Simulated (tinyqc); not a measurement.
Cluster expansion of a binary alloy: correlations, fit, cross-validation and ground states: one step, computed by the program tinyqc. Command: `OMP_NUM_THREADS=1 python tinyqc.py 3014859 3014860 out.jsonl clex walk`. One thread of a shared host (Intel(R) Xeon(R) Processor @ 2.30GHz), about 0.06 s of CPU time with the checks.

s = +1 for A and -1 for B. Energy per site E = J0 + J1 P(point) + sum over clusters of m V P, with P the mean product of spins; V > 0 on a pair favours unlike neighbours. Clusters per site m: pair 1 2, pair 2 2, pair 3 2, triplet 4; the triplet is two first-neighbour bonds at a right angle. Formation energies are counted from the line between pure A and pure B, which removes J0 and J1.

Question. Normal equations for V1, V2, Vt. Leave out pair 3: A = X^T X and b = X^T E (E being the data with noise) over these three columns; solve A V = b. The root-mean-square error runs over the structures between the pure ends.

Lattice: square.

X, rows A, A3B p(2x2), A3B c(4x2), A2B diagonal rows, A2B rows, AB c(2x2), AB p(2x1), A2B2 rows, AB2 diagonal rows, AB2 rows, AB3 p(2x2), AB3 c(4x2), B, columns pair 1, pair 2, pair 3, triplet:
```
[[0.000000, 0.000000, 0.000000, 0.000000],
 [-2.000000, -2.000000, 0.000000, -4.000000],
 [-2.000000, -2.000000, -1.000000, -4.000000],
 [-2.666667, -1.333333, -2.666667, -2.666667],
 [-1.333333, -2.666667, -1.333333, 0.000000],
 [-4.000000, 0.000000, 0.000000, 0.000000],
 [-2.000000, -4.000000, 0.000000, 0.000000],
 [-1.000000, -2.000000, -2.000000, 0.000000],
 [-2.666667, -1.333333, -2.666667, 2.666667],
 [-1.333333, -2.666667, -1.333333, 0.000000],
 [-2.000000, -2.000000, 0.000000, 4.000000],
 [-2.000000, -2.000000, -1.000000, 4.000000],
 [0.000000, 0.000000, 0.000000, 0.000000]]
```

data (meV/site): A 0.00000, A3B p(2x2) 67.54000, A3B c(4x2) 76.03600, A2B diagonal rows 73.42000, A2B rows 43.87467, AB c(2x2) 79.06800, AB p(2x1) 71.96000, A2B2 rows 34.67200, AB2 diagonal rows 49.16267, AB2 rows 41.35467, AB3 p(2x2) 36.93600, AB3 c(4x2) 32.41200, B 0.00000

Give: matrix A; b; fitted V1, V2, Vt; root-mean-square error of the three-cluster fit.

Answer.

matrix A, rows V1, V2, Vt:
```
[[54.778, 40.222, 0.000],
 [40.222, 53.778, 0.000],
 [0.000, 0.000, 78.222]]
```

b (meV): [-1361.2, -1173.8, -361.6]

fitted V1, V2, Vt (meV): [-19.573, -7.186, -4.623]

root-mean-square error of the three-cluster fit = 2.7317 meV/site
